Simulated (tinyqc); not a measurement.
# Tunnelling through a gate dielectric, WKB transmission and Tsu-Esaki current, step by step

tinyqc, about 0.03 s, one thread, Intel Xeon 2.30GHz (shared host): `OMP_NUM_THREADS=1 python tinyqc.py 2540134 2540135 out.jsonl` Printed values are rounded.

Electrons leave the emitter at x = 0. Energies E (motion across the layers) are in eV from the emitter Fermi level; the collector Fermi level lies at -V and offers states at every E. No charge in the dielectric and no image force: F1 = V/t1, U = phi1 - F1 x. With C = hbar^2/(2 m0), kappa = sqrt(m (U - E)/C) where U > E and 0 elsewhere; T(E) = exp(-S), S = 2 times the integral of kappa over x.

Inputs (values chosen for the exercise); dielectric values close to those of hafnium oxide: temperature T = 300 K; Fermi energy of the emitter above its band bottom Ef = 0.35 eV; emitter mass in the supply function me = 0.88 m0; barrier of layer 1 above the emitter Fermi level at zero bias phi1 = 1.52 eV; tunnelling mass of layer 1 m1 = 0.19 m0; thickness of layer 1 t1 = 2 nm; voltage across the dielectric V = 0.3 V; energy of the electron followed E = -0.26 eV; cells in each layer nc = 7; lower end of the energy grid Ea = -0.35 eV; upper end of the energy grid Eb = 0.26 eV; points of the energy grid nE = 11.

Constants: q = 1.602176634e-19 C, kB = 1.380649e-23 J/K, hbar = 1.054571817e-34 J s, m0 = 9.1093837015e-31 kg, Vt = kB T/q, hbar^2/(2 m0) = 0.0380998212 eV nm^2. Results are converted to the units shown.

## Fields and band edges

F1 = V/t1, U = phi1 - F1 x.

F1 = 1.5 MV/cm
U at x = t1 = 1.22 eV

## WKB exponent by the midpoint rule

Cut each layer into nc equal cells, take U and kappa at the cell centres, and sum S = 2 sum kappa h.

```
cell    x (nm)    U (eV)  kappa (1/nm)
0     0.142857  1.498571      2.961388
1     0.428571  1.455714      2.925080
2     0.714286  1.412857      2.888316
3     1.000000  1.370000      2.851078
4     1.285714  1.327143      2.813347
5     1.571429  1.284286      2.775103
6     1.857143  1.241429      2.736325
```

S = 11.40037
T(E) = 1.119140e-5

## WKB exponent in closed form

Each layer adds (2/F) sqrt(m/C) [G(u at its left edge) - G(u at its right edge)] to S, with u = U - E (0 where negative) and G(u) = (2/3) u^1.5. The slope follows from 1/d = -dS/dE.

S = 11.40028
T(E) = 1.119232e-5
energy d over which T(E) grows by a factor e = 0.28555 eV

The midpoint rule gives S = 11.400, so its T(E) is within 0.01 % of this value. The band edge stays above E through the whole stack: direct tunnelling through a trapezoid.

## Current density on a coarse energy grid

J = J0 times the integral of T(E) N(E) dE, N = ln[(1 + exp(-E/Vt))/(1 + exp((-E - V)/Vt))], J0 = q^2 me m0 kB T/(2 pi^2 hbar^3) (times 1e-4 for A/cm^2 per eV), by Simpson's rule on nE equally spaced points from Ea to Eb.

```
point      E (eV)         T(E)            N       T(E) N
0      -0.3500000  8.201379e-6     11.46950  9.406574e-5
1      -0.2890000  1.011602e-5     10.67617  1.080004e-4
2      -0.2280000  1.252653e-5     8.759688  1.097285e-4
3      -0.1670000  1.557576e-5     6.455599  1.005509e-4
4      -0.1060000  1.945243e-5     4.116145  8.006901e-5
5      -0.0450000  2.440759e-5     1.902235  4.642899e-5
6       0.0160000  3.077773e-5    0.4308241  1.325979e-5
7       0.0770000  3.901738e-5   0.04961739  1.935941e-6
8       0.1380000  4.974582e-5  0.004793544  2.384588e-7
9       0.1990000  6.381475e-5  4.537792e-4  2.895781e-8
10      0.2600000  8.240726e-5  4.287252e-5  3.533007e-9
```

J0 = 3.681618e8 A/(cm^2 eV)
J = 11441.85 A/cm^2

The integrand peaks at E = -0.228 eV among these points. A converged quadrature from -Ef to above the barrier gives 11420 A/cm^2; this grid is 0.15 % above that.
